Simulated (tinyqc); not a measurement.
# Resistive memory cell, filament-gap model with Joule heating, step by step

Computed by the program tinyqc: `OMP_NUM_THREADS=1 python tinyqc.py 2880015 2880016 out.jsonl`, one thread of a shared Intel Xeon 2.30GHz, about 0.06 s for the whole run. Printed values are rounded.

A tunnelling gap g separates the tip of a filament from the electrode. I = I0 exp(-g/g0) sinh(Vd/V0), with Vd = V - I Rs on the device; T = T0 + Rth Vd I at once; the gap closes as dg/dt = -nu exp(-q Ea/(kB T)) sinh(al q Vd/(kB T)). All constants are fitting values of a compact model.

Inputs (values chosen for the exercise):
- T0 = 358 K (ambient temperature)
- I0 = 1.8 mA (current scale)
- g0 = 0.22 nm (tunnelling length)
- V0 = 0.48 V (voltage scale)
- nu = 100 m/s (attempt velocity)
- Ea = 0.88 eV (activation energy)
- al = 0.27 (barrier lowering per volt on the device)
- Rth = 2.3e5 K/W (thermal resistance)
- Rs = 500 ohm (series resistance)
- V = 2.18 V (pulse voltage)

Constants: q = 1.602176634e-19 C, kB = 1.380649e-23 J/K. Results are converted to the units shown.

## Iteration 1: voltage on the device

Vd at the start = 2.18 V
g = 0.4 nm

I = I0 exp(-g/g0) sinh(Vd/V0); f = Vd + Rs I - V, f' = 1 + Rs (I0/V0) exp(-g/g0) cosh(Vd/V0), Vd(new) = Vd - f/f'.

I = 13708.4 uA
f' = 15.2829
Vd after iteration 1 = 1.73151 V

## Iteration 2: voltage on the device

As before.

I = 5381.86 uA
f' = 6.61436
Vd after iteration 2 = 1.39248 V

## Course of the iteration: voltage on the device

Stop when Vd changes by less than 1e-10 V, or after 30 iterations.

Course of the iteration:

| iteration | Vd (V) | \|change\| (V) |
|---|---|---|
| 1 | 1.73151 | 0.448 |
| 2 | 1.39248 | 0.339 |
| 3 | 1.25021 | 0.142 |
| 4 | 1.23301 | 0.0172 |
| 5 | 1.23280 | 2.08e-4 |
| 6 | 1.23280 | 2.97e-8 |
| 7 | 1.23280 | < 1e-13 |

Converged in 7 iterations. At the end the number of correct digits about doubles with each step.

## Current, temperature and closing rate

Vd = 1.23280 V

I, T and dg/dt as above.

I = 1894.40 uA
T = 895.146 K
lowered barrier Ea - al Vd = 0.547144 eV
-dg/dt = 0.0415344 nm/ns

Without heating the rate would be 9.92e-7 nm/ns, so heating by 537 K multiplies it by 41900.
